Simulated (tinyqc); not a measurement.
# Slope factor and drain-induced lowering from three currents

Inverse problem. With source and body at 0 V, I = A exp((Vg + dd Vd)/(nf Vt)) (1 - exp(-Vd/Vt)). Find nf, the swing nf Vt ln 10 and dd.

Parameters, values chosen for the exercise: temperature T = 300 K.

Constants: q = 1.602176634e-19 C, kB = 1.380649e-23 J/K, Vt = kB T/q. Results are converted to the units shown.

currents at (Vg, Vd) = (0, 0.05), (0, 0.9) and (0.08, 0.9) V (nA/um): [0.0043844850, 0.35991306, 5.1852214]

Answer. The pair at equal Vd gives nf; the pair at equal Vg, after dividing out the factors 1 - exp(-Vd/Vt), gives dd.

nf = 1.160
swing = 69.05 mV/decade
dd = 0.1500

tinyqc, about 0.03 s, one thread, Intel Xeon 2.30GHz (shared host): `OMP_NUM_THREADS=1 python tinyqc.py 2242264 2242265 out.jsonl`
